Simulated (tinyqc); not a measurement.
Worked calculation: recursion (Haydock) method for the local density of states: surface site of a square lattice. Values are carried at full precision from step to step, so a last printed digit may differ when a step is redone from the rounded ones.

One orbital a site at energy 0, hopping -t to the 4 nearest neighbours of a square lattice; the start u0 is a site in the outermost layer of a half crystal, with energy V. Recursion: a_n = <u_n|H|u_n>, b_(n+1) u_(n+1) = (H - a_n) u_n - b_n u_(n-1), b > 0. G(z) = 1/(z - a0 - b1^2/(z - a1 - b2^2/(...))), z = E + i eta. After n levels the tail is b_n^2 T with the square-root terminator T = (z - sqrt(z - 2b) sqrt(z + 2b))/(2 b^2), b = 2t so that the band edges lie at -/+ 4t.

Parameters, chosen for this exercise:
```
symbol  value  unit  meaning
t       1.33   eV    hopping
V       0      eV    shift of the starting site
n       4            levels kept
E       3.97   eV    energy
eta     0.067  eV    broadening
```

## The coefficients

Carry the recursion for n levels; the lattice is large enough that no wall but the surface is met.

Coefficients:
```
n  a_n (eV)  b_(n+1) (eV)  b_(n+1)^2/t^2
0    0.0000       2.30363         3.0000
1    0.0000       2.54676         3.6667
2    0.0000       2.58851         3.7879
3    0.0000       2.62029         3.8815
```

b1^2/t^2 = 3 counts the neighbours of the start. All a_n vanish because the lattice is bipartite and V = 0. The b_n tend to a quarter of the band width, 2.660 eV.

## Moments from the coefficients

For a1 = a2 = 0: mu1 = a0, mu2 = a0^2 + b1^2, mu3 = a0^3 + 2 a0 b1^2, mu4 = a0^4 + 3 a0^2 b1^2 + b1^4 + b1^2 b2^2.

mu1 to mu4 (eV^n): [0.000, 5.307, 0.000, 62.580]

mu4/t^4 = 20 is the number of closed walks of four steps.

## The continued fraction at one energy

Start from the terminator and work up: G_i = 1/(z - a_i - S_i), S_i = b_(i+1)^2 G_(i+1), with T in place of G_n. The density is -Im G_0/pi.

Levels of the fraction:
```
i        S_i (eV)      G_i (1/eV)
3  1.8897-1.6864i  0.2810-0.2369i
2  1.8831-1.5872i  0.2943-0.2333i
1  1.9087-1.5129i  0.3056-0.2342i
0  1.6217-1.2430i  0.3248-0.1812i
```

local density of states = 0.0577 1/eV

A direct sum over the zone gives 0.0563 1/eV at the same z; 4 levels miss it by +2.4 %.

## Checks

- G from 10 levels against a direct sum over the zone at E = 8.5120 eV, above the band (1/eV): both 0.12789.

Run: tinyqc, `OMP_NUM_THREADS=1 python tinyqc.py 1451134 1451135 out.jsonl`; Intel(R) Xeon(R) Processor @ 2.30GHz, one thread, shared host; about 0.01 s of CPU time with all checks.
